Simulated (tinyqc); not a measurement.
## p-i-n power rectifier, conductivity modulation at high injection: forward voltage and stored charge against the high-level lifetime

A drift layer from x = -d to d (2 d = W) between ideal p+ and n+ emitters (no recombination in them). High injection, n = p, ambipolar diffusion with one lifetime; both mobilities scale as (T/300 K)^(-bt).

Triangular field at breakdown with Ec = Kc N^(1/8): BV = eps0 eps_r Ec^2/(2 q N), so N = (eps0 eps_r Kc^2/(2 q BV))^(4/3); W = 2 BV/Ec; mu = mud (T/300 K)^(-bt); rho = 1/(q mu N); ideal resistance rho W. Da = 2 mun mup Vt/(mun + mup), La = sqrt(Da tau), B = (mun - mup)/(mun + mup) with mun = mud (T/300 K)^(-bt), mup likewise; n(x) = (tau J/(2 q La)) [cosh(x/La)/sinh(d/La) - B sinh(x/La)/cosh(d/La)]. Ohmic drop: integral of J/(q (mun + mup) n); diffusion (Dember) drop Vt B ln(n(-d)/n(d)); both junctions together Vt ln(n(-d) n(d)/ni^2), ni = sqrt(Nc Nv) exp(-Eg/(2 Vt)), Eg in volts; V_F = the sum; stored charge q times the integral of n. Integrals on a fine grid. Peak reverse current if all stored charge left in a linear ramp without recombination (an upper bound): sqrt(2 a Q). Rows where n falls below the doping are left out.

Parameters, values chosen for the exercise; bulk values close to those of silicon:
```
symbol    value                    unit                                     meaning
T           400                       K                                 temperature
eps_r      11.4                                               relative permittivity
Kc         3860  V/cm per (cm^-3)^(1/8)                     critical-field constant
BV          400                       V  rated breakdown voltage of the drift layer
mud        1250              cm^2/(V s)                     drift mobility at 300 K
bt          2.5                          temperature exponent of the drift mobility
mup         431              cm^2/(V s)                      hole mobility at 300 K
Eg         1.09                      eV                                    band gap
Nc      4.31e19                   cm^-3      conduction-band density of states at T
Nv      4.08e19                   cm^-3         valence-band density of states at T
J           200                  A/cm^2                     forward current density
a          1100             A/(cm^2 us)        ramp rate of the current at turn-off
```

Constants: q = 1.602176634e-19 C, kB = 1.380649e-23 J/K, Vt = kB T/q, eps0 = 8.8541878128e-14 F/cm where lengths are in cm. Results are converted to the units shown.

The same in every row: J rho W (V) = 10.57.

Forward voltage and stored charge against the high-level lifetime:
```
tau (s),d/La,"drift drop, ohmic and diffusion (V)",junction drops (V),V_F (V),Q (uC/cm^2),sqrt(2 a Q) (A/cm^2),lowest n over N
1.7e-8,3.462,1.455,0.5685,2.023,3.400,86.49,2.369
3.5e-8,2.413,0.4712,0.5949,1.066,7.000,124.1,9.816
7.3e-8,1.671,0.1904,0.6259,0.8163,14.60,179.2,31.09
1.5e-7,1.166,0.08837,0.6621,0.7505,30.00,256.9,81.15
3.2e-7,0.7980,0.04162,0.7055,0.7471,64.00,375.2,200.2
6.6e-7,0.5557,0.02054,0.7503,0.7709,132.0,538.9,446.0
1.4e-6,0.3815,0.009839,0.7992,0.8090,280.0,784.9,986.7
2.9e-6,0.2651,0.004795,0.8478,0.8526,580.0,1130,2086
6e-6,0.1843,0.002329,0.8972,0.8995,1200,1625,4360
```

V_F goes from 2.02 through a minimum of 0.747 (at tau = 3.2e-7 among the rows listed) to 0.899 V; the drift drop falls from 1.45 to 0.00233 V and the junction drops rise from 0.568 to 0.897 V. The minimum falls at d/La = 0.80: a short lifetime starves the middle of the layer, a long one raises the edge densities and with them the junction drops. Where n exceeds a few 1e17 cm^-3, emitter and Auger recombination, left out here, lower n and change V_F.

tinyqc, about 0.01 s, one thread, Intel Xeon 2.30GHz (shared host): `OMP_NUM_THREADS=1 python tinyqc.py 2230035 2230036 out.jsonl`
